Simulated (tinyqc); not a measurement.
Junctionless gate-all-around wire, depletion approximation: effect of the insulator thickness on the threshold.

A uniformly doped n-type wire of radius R under a surrounding gate; long channel. Below flat band a shell from radius rc to R is fully depleted and the neutral core, at channel potential V (0 at the source, Vd at the drain), carries the current with constant mobility; s = (rc/R)^2 is the share of the cross-section that conducts. The edge of the depleted shell is taken as abrupt, so there is no subthreshold current.

Cox = eps0 eox/(R ln(1 + tox/R)); A = q Nd R^2/(4 eps0 eps_r); B = q Nd R/(2 Cox); VT = Vfb - A - B. The flat-band conductance is G0 = q mu Nd pi R^2/L.

Inputs (values chosen for the exercise); material values close to those of silicon: relative permittivity of the semiconductor eps_r = 11.7; relative permittivity of the gate insulator eox = 9; wire radius R = 15 nm; donor density Nd = 1.7e18 cm^-3; flat-band voltage Vfb = 0.35 V; effective mobility in the wire mu = 56 cm^2/(V s); gate length L = 0.1 um.

Constants: q = 1.602176634e-19 C, eps0 = 8.8541878128e-14 F/cm where lengths are in cm. Results are converted to the units shown.

The same in every row: A (V) = 0.1479; G0 (uS) = 10.78.

Result of one run:

| Cox (uF/cm^2) | B (V) | VT (V) |
|---|---|---|
| 1.161 | 0.1759 | 0.02622 |

Which insulator thickness tox gave this result: 4.2, 8.7, 13 or 26 nm?

tox = 8.7 nm.

The whole series:

| tox (nm) | Cox (uF/cm^2) | B (V) | VT (V) |
|---|---|---|---|
| 2.9 | 3.006 | 0.06796 | 0.1341 |
| 4.2 | 2.152 | 0.09492 | 0.1072 |
| 6 | 1.579 | 0.1294 | 0.07273 |
| 8.7 | 1.161 | 0.1759 | 0.02622 |
| 13 | 0.8512 | 0.2400 | -0.03789 |
| 18 | 0.6738 | 0.3032 | -0.1011 |
| 26 | 0.5283 | 0.3866 | -0.1845 |

As tox goes from 2.9 to 26 nm, VT falls from 0.134 to -0.185 V and G0 stays at 10.8 uS. A + B goes on average as tox^(0.41). The device is normally off (VT > 0) in 4 of the 7 rows.

Program tinyqc, `OMP_NUM_THREADS=1 python tinyqc.py 2460156 2460157 out.jsonl`; Intel Xeon 2.30GHz, shared host, one thread, about 0.01 s.
